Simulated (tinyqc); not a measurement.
Grain-boundary trapping model (Seto) of a polycrystalline semiconductor film. Changing the temperature T. Computed by tinyqc, a small Python program. Command: `OMP_NUM_THREADS=1 python tinyqc.py 3016171 3016172 out.jsonl poly sweep`. One thread of a shared host (Intel(R) Xeon(R) Processor @ 2.30GHz), about 0.01 s of CPU time with the checks.

Grains of equal size L are joined by thin boundaries with one trap level. Trapped carriers deplete a width W on each side and raise a barrier, crossed by thermionic emission. Dopants are fully ionised, statistics are non-degenerate and mu_g does not depend on T.

Inputs (values chosen for the exercise, modelled on polycrystalline ZnO): permittivity eps = 8.3; effective mass m = 0.3 m_0; effective density of states at 300 K, N_c = 3.8e+18 1/cm^3; grain size L = 82 nm; trap density Q_t = 6.5e+11 1/cm^2; trap level E_t below the band edge = 0.43 eV; doping N = 3.3e+17 1/cm^3; mobility inside the grains mu_g = 99 cm^2/(V s).

Grain interior: resistance included.

Constants: k_B = 8.617333262e-05 eV/K; e = 1.602176634e-19 C; eps_0 = 8.8541878128e-12 F/m; m_0 = 9.1093837015e-31 kg; k_B = 1.380649e-23 J/K.

Method:
- N_c(T) = N_c (T/300 K)^(3/2). Filled traps Q = Q_t/(1 + (1/2) exp((E_t* - E_F)/k_B T)), where E_t* = e V_B - E_t and E_F are counted from the band edge at the grain centre. Partial depletion: Q = 2 N W, V_B = e N W^2/(2 eps eps_0), E_F = k_B T ln(N/N_c); solve for W. If that W would exceed L/2 the grain is fully depleted: W = L/2, Q = N L, and E_F follows from the trap equation. Centre density n_0 = N_c exp(E_F/k_B T).
- Boundary: sigma_b = L e^2 n_0 exp(-e V_B/k_B T)/sqrt(2 pi m k_B T); drift through the grain, depleted parts included: rho_g = [(1 - 2W/L) + (2W/L) int_0^1 exp(y^2 s^2) ds]/(e n_0 mu_g); rho = 1/sigma_b + rho_g. Mean carrier density n_av = n_0 [(1 - 2W/L) + (2W/L) (sqrt(pi)/2) erf(y)/y], y = sqrt(e V_B/k_B T); effective mobility 1/(e n_av rho).
- E_a = d ln(rho)/d(1/k_B T) from T - 5 K and T + 5 K; temperature coefficient d ln(rho)/dT.

One run for each value; columns: (1) temperature T (K); (2) resistivity rho (ohm cm); (3) effective mobility (cm^2/(V s)); (4) activation energy E_a (eV); (5) mean carrier density (1/cm^3):
```
(1)     (2)    (3)      (4)        (5)
200  0.3301  63.46  0.01218  2.979e+17
236  0.2987  69.44  0.01046  3.009e+17
271  0.2806  73.32  0.00927  3.034e+17
307  0.2684  76.10  0.00835  3.055e+17
343  0.2601  78.09  0.00764  3.073e+17
414  0.2496  80.61  0.00660  3.103e+17
450  0.2460  81.45  0.00621  3.115e+17
```

Give the missing row, temperature T (K) = 379.

Computed row; columns: (1) temperature T (K); (2) resistivity rho (ohm cm); (3) effective mobility (cm^2/(V s)); (4) activation energy E_a (eV); (5) mean carrier density (1/cm^3):
```
(1)     (2)    (3)      (4)        (5)
379  0.2540  79.54  0.00706  3.089e+17
```

Interpolating between the two neighbouring rows (linearly) misses most in activation energy E_a (eV), by 0.73 %. Over the rows, resistivity rho (ohm cm) falls from 0.330 to 0.246 (exponent d ln y / d ln x -0.60 between the first rows and -0.17 between the last); effective mobility (cm^2/(V s)) rises from 63.5 to 81.5 (exponent d ln y / d ln x 0.54 between the first rows and 0.12 between the last); activation energy E_a (eV) falls from 0.0122 to 0.00621 (exponent d ln y / d ln x -0.92 between the first rows and -0.72 between the last).

Caution (rows 200): E_F is within 2 k_B T of the band edge, so non-degenerate statistics fail, and tunnelling through so thin a barrier adds to the current. Caution (rows 236, 271, 307, 343, 379, 414, 450): e V_B is below 2 k_B T, where the depletion approximation fails and the mean density does not balance the trapped charge.
